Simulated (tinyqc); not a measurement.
Classical nucleation, growth and JMAK kinetics of crystallisation from a melt or glass: one step, computed by the program tinyqc.

A spherical nucleus cap on a flat wall with a sharp interface of isotropic energy gamma; lambda = Omega^(1/3) is the jump distance.

Problem. Critical nucleus. Driving force per volume: dG = H [(T_m - T)/T_m] [2 T/(T_m + T)]. Shape factor f = (2 + cos theta)(1 - cos theta)^2/4. W(r) = f [4 pi r^2 gamma - (4/3) pi r^3 dG]; r* = 2 gamma/dG; W* = f 16 pi gamma^3/(3 dG^2); n* = f (4/3) pi r*^3/Omega.

Inputs (values chosen for the exercise, for a model substance):
```
quantity,value,unit
melting point T_m,1320,K
heat of melting per volume H,928,J/cm^3
interface energy gamma,0.0823,J/m^2
atomic volume Omega,28.1,angstrom^3
temperature T,996,K
contact angle theta,100,degrees
```

Nucleation: on a flat wall. Driving force: Thompson-Spaepen.

Constants: e = 1.602176634e-19 C; k_B = 1.380649e-23 J/K.

Give: driving force dG; shape factor f; critical radius r*; barrier W*; atoms in the nucleus n*; W*/(k_B T).

Solution.

driving force dG = 195.92 J/cm^3

shape factor f = 0.62893

critical radius r* = 0.84016 nm

barrier W* = 0.95521 eV

atoms in the nucleus n* = 55.598

W*/(k_B T) = 11.129

The wall leaves r* unchanged and cuts the barrier to 62.9 % of the homogeneous value. W* equals n* Omega dG/2 = 0.955 eV.
